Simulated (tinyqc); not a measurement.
## Gate work function from the charge

Problem. For an undoped double gate, Q = 8 eps0 eps_r Vt beta tan(beta)/ts with 0 < beta < pi/2, and at the source (Vg - dphi)/(2 Vt) - ln[(2/ts) sqrt(2 eps0 eps_r Vt/(q ni))] = ln(beta) - ln(cos beta) + 2 r beta tan(beta), r = eps_r tox/(eox ts). Find beta and dphi.

Values chosen for this exercise; material values close to those of silicon: temperature T = 325 K; relative permittivity of the semiconductor eps_r = 11.6; relative permittivity of the gate insulator eox = 4.03; insulator thickness tox = 2 nm; body thickness ts = 25 nm; gate voltage Vg = 1.07 V.

Constants: q = 1.602176634e-19 C, kB = 1.380649e-23 J/K, Vt = kB T/q, eps0 = 8.8541878128e-14 F/cm where lengths are in cm. Results are converted to the units shown.

Qs = 1835.3038 nC/cm^2
ni = 7.6107341e10 cm^-3

Answer. beta tan(beta) rises from 0 without bound on the interval, so the charge fixes beta; the second relation is then explicit in dphi. At this charge the surface density passes 0.3 Nc, so the classical Boltzmann model is only formal.

beta = 1.50
dphi = -0.0300 V

Numbers from tinyqc (`OMP_NUM_THREADS=1 python tinyqc.py 2440003 2440004 out.jsonl`; about 0.01 s on one thread of a shared Intel Xeon 2.30GHz).
